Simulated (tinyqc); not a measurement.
## Scattering mobility, thermal velocity and mass from two apparent mobilities

Problem. 1/mu_app = 1/mu_0 + 1/mu_B with the ballistic mobility mu_B = vT L/(2 Vt) and vT = sqrt(2 kB T/(pi m)) (non-degenerate carriers); the mean free path is 2 Vt mu_0/vT. Find mu_0, vT, m and the mean free path.

Inputs (values chosen for the exercise):
```
symbol  value  unit      meaning
T         300     K  temperature
```

Constants: q = 1.602176634e-19 C, kB = 1.380649e-23 J/K, m0 = 9.1093837015e-31 kg, Vt = kB T/q. Results are converted to the units shown.

apparent mobility at L = 15 and 200 nm (cm^2/(V s)): [367.06059, 1828.4259]

Answer. 1/mu_app is linear in 1/L: the slope is 2 Vt/vT and the intercept 1/mu_0.

mu_0 = 2700 cm^2/(V s)
vT = 1.464e7 cm/s
m = 0.1350 m0
mean free path = 95.34 nm

Computed by the program tinyqc: `OMP_NUM_THREADS=1 python tinyqc.py 2380081 2380082 out.jsonl`, one thread of a shared Intel Xeon 2.30GHz, about 0.01 s for the whole run.
